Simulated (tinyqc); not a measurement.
# Thermoelectric coefficients with energy filtering, Landauer integrals: two studies

Bulk parabolic band, x = (E - Ec)/kB T, C = hbar^2/(2 m0), kB T in eV. Modes per area gv m kB T x/(4 pi C) times the back-scattering length l0 x^rr give the transport function s0 X(x), s0 = (2 q^2/h) gv m kB T l0/(4 pi C), X = x^(1 + rr), multiplied by tb for x < xb. I_k = int X (x - eta)^k w dx, w = 1/(4 cosh^2((x - eta)/2)).

Values chosen for this exercise: temperature T = 500 K; mass of one valley m = 0.75 m0; valleys gv = 6; back-scattering length at x = 1 l0 = 7.5 nm; energy exponent of that length rr = 0.5; lattice thermal conductivity kL = 4.1 W/(m K); reduced Fermi level (EF - Ec)/kB T eta = 5.9; barrier height over kB T, above Ec xb = 7.7; share of the transport function left below the barrier tb = 0.05.

Constants: q = 1.602176634e-19 C, kB = 1.380649e-23 J/K, hbar = 1.054571817e-34 J s, h = 6.62607015e-34 J s, m0 = 9.1093837015e-31 kg, Vt = kB T/q, hbar^2/(2 m0) = 0.0380998212 eV nm^2. Results are converted to the units shown.

Each table varies one quantity; the others keep the values above.

## Effect of the Fermi level

sigma = s0 I_0, S = -(kB/q) I_1/I_0, Lorenz number L = (kB/q)^2 [I_2/I_0 - (I_1/I_0)^2], kappa_e = L sigma T. Power factor S^2 sigma, ZT = S^2 sigma T/(kappa_e + kL). The integrals are converged.

Results:
```
eta,sigma (S/cm),S (uV/K),kappa_e (W/(m K)),power factor (mW/(m K^2)),ZT
2.7,1004,-280.9,2.831,7.919,0.5712
3.5,1706,-284.0,4.118,13.77,0.8375
4.3,2990,-280.9,5.494,23.59,1.229
5.9,1.004e4,-230.4,9.196,53.30,2.004
6.7,1.805e4,-187.6,13.40,63.51,1.814
7.5,2.993e4,-143.4,21.30,61.53,1.211
8.3,4.412e4,-105.3,33.85,48.95,0.6450
9.1,5.802e4,-77.26,50.17,34.63,0.3191
9.9,7.038e4,-58.81,68.10,24.34,0.1686
10.7,8.142e4,-47.45,85.70,18.33,0.1021
```

Estimate the missing row, eta = 5.1.

Computed row:
```
eta,sigma (S/cm),S (uV/K),kappa_e (W/(m K)),power factor (mW/(m K^2)),ZT
5.1,5433,-263.4,6.995,37.70,1.699
```

With this row back in the table: sigma rises from 1000 to 81400 S/cm, and S goes from -281 through a minimum of -284 (at eta = 3.5 among the rows listed) to -47.4 uV/K. Among the rows the power factor is largest at eta = 6.7 and ZT, 2.00, at eta = 5.9, where S = -230 uV/K. ZT peaks at a lower eta than the power factor because kappa_e grows with sigma.

## Effect of the barrier height

Same model as above.

Effect of the barrier height:
```
xb,sigma (S/cm),S (uV/K),kappa_e (W/(m K)),power factor (mW/(m K^2)),ZT
1.9,3.491e4,-68.77,39.16,16.51,0.1909
2.9,3.465e4,-71.45,37.47,17.69,0.2128
3.9,3.361e4,-80.05,33.30,21.54,0.2879
4.9,3.046e4,-101.0,26.08,31.06,0.5146
5.9,2.394e4,-139.3,17.70,46.42,1.064
6.9,1.561e4,-190.6,11.54,56.71,1.813
7.9,8936,-238.7,8.918,50.90,1.955
8.9,5076,-260.0,8.536,34.30,1.357
9.9,3201,-238.8,8.286,18.26,0.7370
```

What does the table show?

sigma falls from 34900 to 3200 S/cm, |S| goes from 68.8 through a maximum of 260 (at xb = 8.9 among the rows listed) to 239 uV/K, and the power factor goes from 16.5 through a maximum of 56.7 (at xb = 6.9 among the rows listed) to 18.3 mW/(m K^2). Without a barrier the power factor at this eta = 5.9 is 16.2; the best row is 3.49 times that. States below the Fermi level add to sigma but subtract from |S|, and the barrier removes them.

Range of the model: Parabolic bands, elastic scattering and a fixed kL make these model figures, not those of a material.

tinyqc, about 0.02 s, one thread, Intel Xeon 2.30GHz (shared host): `OMP_NUM_THREADS=1 python tinyqc.py 2800034 2800035 out.jsonl`
